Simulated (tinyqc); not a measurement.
Comparisons within one model: gated graphene: carriers, quantum capacitance and optical conductivity. A value that a table varies takes the place of the one given here.

Cones E = +/- hv |k|, four flavours, D(E) = 2|E|/(pi hv^2). n = (2/pi)(kT/hv)^2 F_1(mu/kT), p = (2/pi)(kT/hv)^2 F_1(-mu/kT), in 1/angstrom^2 (1e16 for 1/cm^2); F_1(eta) = integral_0^infinity x dx/(1 + exp(x - eta)). Cq/e^2 = d(n - p)/d mu = (2 kT/(pi hv^2)) ln(2 + 2 cosh(mu/kT)).

Gate: V = mu/e + e (n - p)/Cox with Cox/e^2 = k/(4 pi e2 t), t in angstrom, e2 = e^2/(4 pi eps0); 1/(eV angstrom^2) in C/e^2 equals 1602.176634 microfarad/cm^2; total 1/C = 1/Cox + 1/Cq.

Conductivity over sigma0 = e^2/(4 hbar): interband Re = sinh(E/2kT)/(cosh(mu/kT) + cosh(E/2kT)); intraband Re = (8 kT/pi) ln(2 cosh(mu/2kT)) Gm/(E^2 + Gm^2). A free sheet absorbs about pi alpha_f Re(sigma/sigma0), alpha_f the fine-structure constant (alpha among the constants).

Constants: kB = 8.617333262e-05 eV/K; e^2/(4 pi eps0) = 14.39964547 eV angstrom; fine-structure constant alpha = 0.007297352564.

Parameters, chosen for this exercise (Fermi velocity near that of graphene, gate dielectric near hBN; not measured data):
- hv = 6.27 eV angstrom (hbar vF)
- T = 400 K
- k = 3.43 (dielectric constant of the gate layer)
- t = 10 nm (its thickness)
- Gm = 5 meV (intraband damping)
- V = -0.97 V (gate voltage from the neutrality point)

## Gate sweep

Results:
```
V (V)  mu (eV)  n - p (1/cm^2)  n + p (1/cm^2)  Cq (microfarad/cm^2)  C/Cox  Cox V/e (1/cm^2)
0       0.0000               0        3.16e+11                  1.24  0.803                 0
0.029   0.0057        4.42e+10        3.19e+11                  1.25  0.804          5.50e+10
0.078   0.0152        1.19e+11        3.35e+11                  1.28  0.809          1.48e+11
0.19    0.0356        2.93e+11        4.19e+11                  1.47  0.829          3.60e+11
0.39    0.0660        6.14e+11        6.69e+11                  1.96  0.866          7.39e+11
0.68    0.0997        1.10e+12        1.12e+12                  2.68  0.898          1.29e+12
0.97    0.1263        1.60e+12        1.61e+12                  3.32  0.916          1.84e+12
1.5     0.1654        2.53e+12        2.53e+12                  4.31  0.934          2.84e+12
2.1     0.2014        3.60e+12        3.60e+12                  5.23  0.945          3.98e+12
```

At neutrality n + p = 3.16e+11 1/cm^2 of thermal carriers remain and C/Cox = 0.803; at the last row C/Cox = 0.945 and the plain capacitor rule overstates n - p by 10.6 %. Between the last two rows mu goes as V^0.58; for |mu| well above kT the limits are 1/2 where Cox is small against Cq and 1 where it is large.

## Absorption spectrum

mu = -0.12634 eV

Results:
```
E (eV)  interband  intraband  absorption (%)
0.025      0.0180     1.2545           2.917
0.051      0.0388     0.3105           0.801
0.088      0.0769     0.1050           0.417
0.126      0.1332     0.0513           0.423
0.177      0.2482     0.0260           0.629
0.215      0.3655     0.0176           0.878
0.253      0.5005     0.0127           1.177
0.291      0.6351     0.0096           1.478
0.328      0.7486     0.0076           1.734
0.404      0.8997     0.0050           2.074
0.505      0.9749     0.0032           2.242
0.758      0.9993     0.0014           2.294
```

The edge lies at 2|mu| = 0.253 eV and, for |mu| above about 3 kT (here 3.7), rises from 10 % to 90 % over about 8.8 kT = 0.303 eV. The absorption is lowest, 0.417 %, at 0.088 eV of those listed, between the Drude tail and the edge; at the last row it is 2.294 % against pi alpha_f = 2.293 %. The thin-sheet formula fails where the absorption is large, and trigonal warping matters above about 1.5 eV.

## What moves the Fermi level

All results formed anew. Each row changes one parameter from the base and keeps the others.

Results:
```
case                  mu (eV)  n - p (1/cm^2)   C/Cox
base                  -0.1263      -1.599e+12  0.9163
V = -1.261 V          -0.1490      -2.108e+12  0.9276
t = 7 nm              -0.1532      -2.212e+12  0.9020
k = 4.12              -0.1397      -1.890e+12  0.9093
hv = 6.9 eV angstrom  -0.1403      -1.573e+12  0.9089
T = 500 K             -0.1194      -1.612e+12  0.9142
```

The largest shifts from the base row, up to three for each result and ties (the steps differ in size, so this ranks the rows, not the parameters). mu (eV): t -0.0268, V -0.0226, hv -0.0140. n - p (1/cm^2): t -6.13e+11, V -5.09e+11, k -2.91e+11. C/Cox: t -0.0142, V +0.0113, hv -0.0073.

tinyqc: `OMP_NUM_THREADS=1 python tinyqc.py 1650904 1650905 out.jsonl`; about 0.01 s, one thread, shared Intel(R) Xeon(R) Processor @ 2.30GHz.
